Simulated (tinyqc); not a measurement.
## Thin-film transistor with exponential tail and deep states, accumulation layer: effect of the characteristic temperature of the tail

An undoped film in accumulation, thicker than the space-charge layer. With band bending psi the Fermi level lies E0 - psi below the band edge. Free electrons n = n0 exp(psi/Vt) carry the current; electrons in two exponential distributions of traps, a = a0 exp(psi/Va) and d = d0 exp(psi/Vp), do not. Linear regime, ohmic contacts, traps in equilibrium.

Va = kB Tt/q, Vp = kB Td/q; n0 = Nc exp(-E0/Vt), a0 = Nt th(T/Tt) exp(-E0/Va), d0 = Nd th(T/Td) exp(-E0/Vp), th(x) = pi x/sin(pi x). G(psi) = sum over the three kinds of c0 [V (exp(psi/V) - 1) - psi], field F = sqrt(2 q G/(eps0 eps_r)); Vg = psi + eps0 eps_r F/Ci at the surface. Total charge Q = Ci (Vg - psi_s); free charge Qf = q times the integral of n0 (exp(psi/Vt) - 1)/F over psi from 0 to psi_s; I = (W/L) mb Qf Vd; effective mobility mb Qf/Q.

Values chosen for this exercise; values close to those of amorphous silicon:
- T = 300 K (temperature)
- eps_r = 11.8 (relative permittivity of the semiconductor)
- Nc = 4.7e19 cm^-3 (density of extended states)
- mb = 9.1 cm^2/(V s) (band mobility)
- Nt = 8.3e19 cm^-3 (total density of tail states)
- Nd = 6.6e17 cm^-3 (total density of deep states)
- Td = 950 K (characteristic temperature of the deep states)
- E0 = 0.54 eV (bulk Fermi level below the band edge)
- Ci = 12 nF/cm^2 (gate capacitance)
- WL = 5 (ratio W/L)
- Vd = 0.2 V (drain voltage)
- Vg = 28 V (gate voltage above flat band)

Constants: q = 1.602176634e-19 C, kB = 1.380649e-23 J/K, Vt = kB T/q, eps0 = 8.8541878128e-14 F/cm where lengths are in cm. Results are converted to the units shown.

Results:
```
Tt (K)  E0 - psi_s (eV)  Q (nC/cm^2)  free share (%)  effective mobility (cm^2/(V s))  I (nA)
380              0.1179        330.9           3.104                           0.2825   93.48
420              0.1213        331.0           2.598                           0.2364   78.25
460              0.1273        331.0           1.977                           0.1799   59.57
500              0.1349        331.1           1.426                           0.1298   42.97
540              0.1436        331.2          0.9926                          0.09032   29.92
580              0.1529        331.4          0.6736                          0.06130   20.31
660              0.1733        331.6          0.2952                          0.02686   8.907
```

Estimate the missing row, Tt = 620 K.

Computed row:
```
Tt (K)  E0 - psi_s (eV)  Q (nC/cm^2)  free share (%)  effective mobility (cm^2/(V s))  I (nA)
620              0.1629        331.5          0.4488                          0.04084   13.54
```

With this row back in the table: As Tt goes from 380 to 660 K, the free share falls from 3.10 to 0.295 %, the distance of the Fermi level from the edge rises from 0.118 to 0.173 eV and the current falls from 93.5 to 8.91 nA. Q varies by only 0.20 %: the gate sets the charge, the traps decide how much of it moves. For Tt = 380 to 460 K the th form, which assumes a Fermi level far below the edge, overcounts the filled tail at the surface by more than 15 %.

Program tinyqc, `OMP_NUM_THREADS=1 python tinyqc.py 2610003 2610004 out.jsonl`; Intel Xeon 2.30GHz, shared host, one thread, about 0.01 s.
